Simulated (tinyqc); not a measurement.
Inside a calculation: short-period [001] superlattice in sp3s* tight binding. Values are carried at full precision from step to step, so a last printed digit may differ when a step is redone from the rounded ones.

sp3s* tight binding, nearest neighbours only: anion (a) at 0, cation (c) at a/4 (1,1,1), orbitals s, px, py, pz, s* on each; k in units of 2 pi/a. With phases e_j = exp(i (pi/2) k.n_j) for n = (1,1,1), (1,-1,-1), (-1,1,-1), (-1,-1,1): g0 = (e1+e2+e3+e4)/4, g1 = (e1+e2-e3-e4)/4, g2 = (e1-e2+e3-e4)/4, g3 = (e1-e2-e3+e4)/4. The diagonal holds the levels Esa, Epa, Exa (s*) and Esc, Epc, Exc. Anion-cation block: <sa|sc> = Vss g0; <sa|xc> = Vsapc g1; <xa|sc> = -Vscpa g1; <xa|xc> = Vxx g0; <xa|yc> = <ya|xc> = Vxy g3, <xa|zc> = <za|xc> = Vxy g2, <ya|zc> = <za|yc> = Vxy g1; <s*a|xc> = Vxapc g1; <xa|s*c> = -Vpaxc g1; y and z take g2 and g3 in place of g1; s-s* and s*-s* vanish.

Parameters, chosen for this exercise (A near a published set for GaAs, B for AlAs; shifted at random, so the results belong to these values and not to a real crystal): pA = (-8.335, 1.039, -2.663, 3.662, 8.592, 6.728, -6.463, 1.95, 5.072, 4.474, 5.789, 4.839, 4.803) eV (order Esa, Epa, Esc, Epc, Exa, Exc, Vss, Vxx, Vxy, Vsapc, Vscpa, Vxapc, Vpaxc); pB = (-7.509, 0.984, -1.162, 3.579, 7.505, 6.718, -6.654, 1.874, 4.286, 5.097, 5.494, 4.529, 5.002) eV (the same for B); dEv = 0.51 eV (valence offset: Ev(B) lies this far below Ev(A)); n = 2 (monolayers of A); m = 1 (monolayers of B).

## Band line-up of the two bulk crystals

Edges on the common scale: Ev, the conduction level at Gamma, the minimum on (kx,0,0) for kx from 0.5 to 1, and the level at X.

Edges (eV):

| crystal | Ev | Gamma | Delta minimum | X |
|---|---|---|---|---|
| A | 0.0000 | 1.5584 | 2.0265 | 2.0265 |
| B | -0.5100 | 2.5244 | 1.7488 | 1.7813 |

For Gamma electrons A is the well, 0.966 eV deep; for X electrons B is, 0.245 eV deep; holes sit in A.

## Shifted levels

Planes alternate anion, cation along [001], a/4 apart; at zero in-plane momentum s, pz, s* form one block. All levels of A are shifted so that its Ev (lower root of [[Epa, Vxx], [Vxx, Epc]]) is 0, and those of B so that its Ev is -dEv. A monolayer is an anion plane and the cation plane above it; an anion between unlike cations takes the mean of the two anion levels; each bond takes the couplings of its cation. Block from an anion to the cation above: U with Vss/2 (s,s), Vsapc/2 (s,z), -Vscpa/2 (z,s), Vxx/2 (z,z), Vxapc/2 (s*,z), -Vpaxc/2 (z,s*); to the cation below: the same with the s-z and s*-z signs reversed. The cell of n + m monolayers is closed with the phase exp(2 pi i q). No spin-orbit coupling. In this block 2 (n + m) levels are filled.

Parameters in the order Esa, Epa, Esc, Epc, Exa, Exc, Vss, Vxx, Vxy, Vsapc, Vscpa, Vxapc, Vpaxc. Find Ev of each set and shift the levels.

Ev before the shift (eV): A 0.0005, B 0.0022

Levels (eV):

| plane | s | p | s* |
|---|---|---|---|
| anion A | -8.3355 | 1.0385 | 8.5915 |
| cation A | -2.6635 | 3.6615 | 6.7275 |
| anion B | -8.0212 | 0.4718 | 6.9928 |
| cation B | -1.6742 | 3.0668 | 6.2058 |
| interface anion | -8.1783 | 0.7552 | 7.7922 |

## The matrix for n = 2, m = 1 at q = 0

Planes in the order a1, c1, a2, c2, ...; the A cations come first.

H (eV), lower triangle:
```
        sa1     za1     *a1     sc1     zc1    *c1     sa2     za2    *a2     sc2     zc2    *c2
sa1  -8.178
za1       0   0.755
*a1       0       0   7.792
sc1  -3.232  -2.894       0  -2.663
zc1   2.237   0.975   2.420       0   3.662
*c1       0  -2.401       0       0       0  6.728
sa2       0       0       0  -3.232  -2.237      0  -8.335
za2       0       0       0   2.894   0.975  2.401       0   1.039
*a2       0       0       0       0  -2.420      0       0       0  8.592
sc2       0       0       0       0       0      0  -3.232  -2.894      0  -2.663
zc2       0       0       0       0       0      0   2.237   0.975  2.420       0   3.662
*c2       0       0       0       0       0      0       0  -2.401      0       0       0  6.728
sa3       0       0       0       0       0      0       0       0      0  -3.232  -2.237      0
za3       0       0       0       0       0      0       0       0      0   2.894   0.975  2.401
*a3       0       0       0       0       0      0       0       0      0       0  -2.420      0
sc3  -3.327   2.747       0       0       0      0       0       0      0       0       0      0
zc3  -2.549   0.937  -2.264       0       0      0       0       0      0       0       0      0
*c3       0   2.501       0       0       0      0       0       0      0       0       0      0

        sa3     za3    *a3     sc3    zc3    *c3
sa3  -8.178
za3       0   0.755
*a3       0       0  7.792
sc3  -3.327  -2.747      0  -1.674
zc3   2.549   0.937  2.264       0  3.067
*c3       0  -2.501      0       0      0  6.206
```

## Levels of the small cell

Diagonalise (s, pz, s* block of a cell with n = 2, m = 1; px and py are apart). The lowest 6 levels are filled. Give the share of the cation weight of the lowest empty level that lies on the A cations, c1 and c2.

levels (eV): -12.456  -11.085  -10.889  -5.823  -5.502  -0.167  1.809  2.177  2.209  2.709  2.774  4.486  6.554  8.032  9.274  9.437  10.466  11.077

share on A cations = 0.830

The lowest empty level is number 7, at 1.809 eV.

## Checks

- Cell of two equal monolayers against the bulk levels at Gamma and X: they agree to 1e-10 or better.

(tinyqc, `OMP_NUM_THREADS=1 python tinyqc.py 1482463 1482464 out.jsonl`, Intel(R) Xeon(R) Processor @ 2.30GHz, 1 thread, shared host, about 0.4 s.)
